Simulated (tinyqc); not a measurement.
The basis set: RHF and MP2 along a ladder of basis sets, for H3+, spin multiplicity 1. Computed by the program tinyqc with PySCF. Same geometry throughout; the dipole is taken about the origin.

Geometry (angstrom):

| atom | x | y | z |
|---|---|---|---|
| H | 0.0000 | 0.0000 | 0.0000 |
| H | 0.0000 | 0.0000 | 0.7980 |
| H | 0.0000 | 0.7260 | -0.3310 |

RHF and frozen-core MP2 in a ladder of bases:

| basis | functions | E(RHF) (hartree) | E(MP2 corr) (hartree) | HOMO (eV) | LUMO (eV) | dipole (debye) |
|---|---|---|---|---|---|---|
| sto-3g | 3 | -1.21448 | -0.01776 | -31.555 | -7.142 | 2.059 |
| 3-21g | 6 | -1.23062 | -0.02342 | -31.269 | -8.375 | 2.054 |
| 6-31g | 6 | -1.23505 | -0.02349 | -31.293 | -8.414 | 2.039 |
| 6-31g** | 15 | -1.24842 | -0.03235 | -31.279 | -8.269 | 1.912 |
| cc-pvdz | 15 | -1.24975 | -0.03104 | -31.230 | -8.213 | 1.810 |
| aug-cc-pvdz | 27 | -1.25007 | -0.03143 | -31.233 | -8.233 | 1.778 |
| cc-pvtz | 42 | -1.25537 | -0.03600 | -31.275 | -8.229 | 1.778 |

What does the comparison show, and why?

From cc-pVDZ to cc-pVTZ the RHF energy falls by 5.6 mhartree and the correlation energy by 5.0. If valence correlation converges as X^-3, (27 E(T) - 8 E(D))/19 gives -0.0381 hartree, a rough estimate from such small X that usually falls short; STO-3G holds about 47 % of it. Beyond STO-3G the LUMO moves by 0.2 eV and the HOMO by 0.1 eV.
